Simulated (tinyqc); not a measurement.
From resistivity rho back to temperature T: Bloch-Grueneisen resistivity of a metal. Computed by tinyqc, a small Python program. Command: `OMP_NUM_THREADS=1 python tinyqc.py 3010115 3010116 out.jsonl bg inv`. One thread of a shared host (Intel(R) Xeon(R) Processor @ 2.30GHz), about 0.01 s of CPU time with the checks.

Electrons scatter from a Debye spectrum of phonons (n = 5 for scattering within one band, n = 3 for scattering into a second, heavy band) and from static defects.

Inputs (values chosen for the exercise, modelled on tungsten): exponent n = 3; Debye temperature Theta = 333 K; transport coupling lambda_tr = 0.22; Drude plasma energy hbar w_p = 6.9 eV; residual resistivity rho_0 = 0.26 microohm cm.

Addition: none.

Constants: k_B = 1.380649e-23 J/K; hbar = 1.054571817e-34 J s; eps_0 = 8.8541878128e-12 F/m; hbar = 6.582119569e-16 eV s; k_B = 8.617333262e-05 eV/K.

Method:
- J_n(y) = int_0^y x^n e^x/(e^x - 1)^2 dx, by 96 Gauss-Legendre points (upper limit at most 60).
- rho_ph = (n - 1) rho_1 (T/Theta)^n J_n(Theta/T), with rho_1 = 2 pi lambda_tr k_B Theta/(hbar eps_0 w_p^2), the high-temperature line at T = Theta.
- Matthiessen's rule: rho = rho_0 + rho_ph.
- Temperature coefficient (1/rho) d rho/dT by a central difference of +/- 0.5 K; residual ratio rho(295 K)/rho(4.2 K); scattering time tau = 1/(eps_0 w_p^2 rho); Wiedemann-Franz kappa = L_0 T/rho, L_0 = (pi^2/3)(k_B/e)^2.

Task: A run gave the result below. Find the temperature T, known to lie between 16 and 25 K.

resistivity rho = 0.2789796 microohm cm

Result:

Each step takes the trial c = (a f_b - b f_a)/(f_b - f_a), f being the result less the target and a, b, c the logarithms of the listed values; c replaces end b, the old b replaces a if the sign of f changed, and otherwise f_a is halved.

Scan of the range:
```
temperature T (K)  resistivity rho (microohm cm)
16.0                                    0.269910
17.2                                    0.272311
18.6                                    0.275568
20.0                                    0.279355
21.5                                    0.284042
23.2                                    0.290203
25.0                                    0.297778
```

False position (Illinois rule, in the logarithm of the input) inside the bracket:
```
step    end a    end b    trial  resistivity rho (microohm cm)
1     18.6000  20.0000  19.8568                       0.278942
2     20.0000  19.8568  19.8699                       0.278979
3     20.0000  19.8699  19.8701                       0.278980
4     19.8699  19.8701  19.8700                       0.278980
```

Resistivity rho rises at every point of a 13-point scan of the range (every second point is shown), so one value fits; it is bracketed by 18.6 and 20.0. Answer: temperature T = 19.87 K.
